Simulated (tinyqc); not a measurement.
# Energy and delay of logic against supply voltage: what changes with what

One expression serves below and above threshold: I(Vg) = Ik [ln(1 + exp((Vg - VT + dd V)/(al nf Vt)))]^al, with I_on = I(V) and I_off = I(0). Gate delay td = kd C V/I_on, clock period LD td. Per gate and cycle the switching energy is act C V^2 and the leakage energy I_off V LD td. No short-circuit current, no variation. Minima are sought above 0.09 V; below a few Vt gates no longer switch and the model has no meaning.

Parameters, values chosen for the exercise; values of the order met in logic technologies: temperature T = 300 K; threshold voltage at zero drain bias VT = 0.39 V; slope factor nf = 1.23; barrier lowering per volt of supply dd = 0.11; specific current of a gate Ik = 0.55 uA; exponent of the current law al = 1.54; load capacitance of a gate C = 1.5 fF; delay factor kd = 0.8; logic depth LD = 40; activity factor act = 0.05.

Constants: q = 1.602176634e-19 C, kB = 1.380649e-23 J/K, Vt = kB T/q. Results are converted to the units shown.

Each table varies one quantity; the others keep the values above.

## Energy and delay against supply voltage

EDP = energy times td.

Energy and delay against supply voltage:

| V (V) | I_on (uA) | I_off (nA) | td (ps) | switching (aJ) | leakage (aJ) | energy (aJ) | EDP (fJ ps) |
|---|---|---|---|---|---|---|---|
| 0.15 | 4.8344e-4 | 0.0043547 | 3.7233e5 | 1.6875 | 9.7284 | 11.416 | 4250.5 |
| 0.27 | 0.028664 | 0.0065947 | 11303 | 5.4675 | 0.80505 | 6.2725 | 70.900 |
| 0.38 | 0.61010 | 0.0096471 | 747.42 | 10.830 | 0.10960 | 10.940 | 8.1765 |
| 0.5 | 3.6265 | 0.014608 | 165.45 | 18.750 | 0.048338 | 18.798 | 3.1101 |
| 0.62 | 8.8895 | 0.022119 | 83.694 | 28.830 | 0.045911 | 28.876 | 2.4168 |
| 0.73 | 15.072 | 0.032352 | 58.120 | 39.968 | 0.054904 | 40.022 | 2.3261 |
| 0.85 | 23.030 | 0.048978 | 44.291 | 54.188 | 0.073755 | 54.261 | 2.4033 |
| 0.97 | 32.100 | 0.074138 | 36.261 | 70.567 | 0.10431 | 70.672 | 2.5627 |
| 1.08 | 41.301 | 0.10840 | 31.379 | 87.480 | 0.14694 | 87.627 | 2.7497 |
| 1.2 | 52.231 | 0.16402 | 27.570 | 108.00 | 0.21706 | 108.22 | 2.9836 |

td falls from 3.72e5 to 27.6 ps; the energy goes from 11.4 through a minimum of 6.27 (at V = 0.27 V among the rows listed) to 108 aJ and the EDP goes from 4250 through a minimum of 2.33 (at V = 0.73 V among the rows listed) to 2.98 fJ ps. The exact minima lie at V = 0.237 V for the energy and 0.722 V for the EDP. Going from 1.2 V to the energy minimum saves a factor of 18.5 in energy and costs a factor of 1060 in delay. Below the minimum the leakage energy rises faster than the switching energy falls, because the clock period grows so steeply.

## Optimum supplies against the threshold voltage at zero drain bias

Same model as above.

V_min minimises the energy and V_EDP the product of energy and td.

Results:

| VT (V) | V_min (V) | energy at V_min (aJ) | leakage share (%) | clock at V_min (MHz) | V_EDP (V) | clock at V_EDP (GHz) |
|---|---|---|---|---|---|---|
| 0.15 | 0.2196 | 17.42 | 79.25 | 157.8 | 0.3851 | 0.4305 |
| 0.2 | 0.2360 | 9.975 | 58.14 | 91.89 | 0.4225 | 0.3742 |
| 0.25 | 0.2379 | 7.296 | 41.82 | 37.31 | 0.4782 | 0.3532 |
| 0.3 | 0.2377 | 6.329 | 33.07 | 11.32 | 0.5583 | 0.3693 |
| 0.35 | 0.2375 | 5.976 | 29.21 | 2.820 | 0.6483 | 0.3974 |
| 0.45 | 0.2374 | 5.801 | 27.11 | 0.1348 | 0.8330 | 0.4545 |
| 0.5 | 0.2374 | 5.784 | 26.90 | 0.02829 | 0.9256 | 0.4812 |
| 0.55 | 0.2374 | 5.778 | 26.83 | 0.005894 | 1.018 | 0.5066 |

Estimate the missing row, VT = 0.4 V.

Computed row:

| VT (V) | V_min (V) | energy at V_min (aJ) | leakage share (%) | clock at V_min (MHz) | V_EDP (V) | clock at V_EDP (GHz) |
|---|---|---|---|---|---|---|
| 0.4 | 0.2375 | 5.848 | 27.68 | 0.6312 | 0.7404 | 0.4265 |

With this row back in the table: As VT goes from 0.15 to 0.55, V_min goes from 0.220 through a maximum of 0.238 (at VT = 0.25 among the rows listed) to 0.237 V, the energy there falls from 17.4 to 5.78 aJ, the clock there falls from 158 to 0.00589 MHz and V_EDP rises from 0.385 to 1.02 V. V_min lies below VT for VT = 0.25, 0.3, 0.35, 0.4, 0.45, 0.5, 0.55 V. As VT grows, I_on too becomes a subthreshold current, VT cancels more and more from the energy, and it mainly sets the clock.

Computed by the program tinyqc: `OMP_NUM_THREADS=1 python tinyqc.py 2082138 2082139 out.jsonl`, one thread of a shared Intel Xeon 2.30GHz, about 0.01 s for the whole run.
